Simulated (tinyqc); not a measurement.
Worked calculation: Rayleigh-quotient iteration on a symmetric matrix. One step of it, computed by the program tinyqc.

Question. Step 1. solve (A - shift) w = v; v' = w/|w| with its largest component positive (the first on a tie); lambda = v'^T A v'; the next shift is lambda.

A:
$$\begin{pmatrix}
0.870000 & -0.381000 & 0.088000 \\
-0.381000 & 0.933000 & 0.827000 \\
0.088000 & 0.827000 & 1.207000
\end{pmatrix}$$

vector v at the start: [0.577350, 0.577350, 0.577350]

shift = -0.160000

Give: vector after step 1; Rayleigh quotient after step 1.

Answer.

vector after step 1: [0.6525, 0.7288, -0.2077]

Rayleigh quotient after step 1 = 0.2814
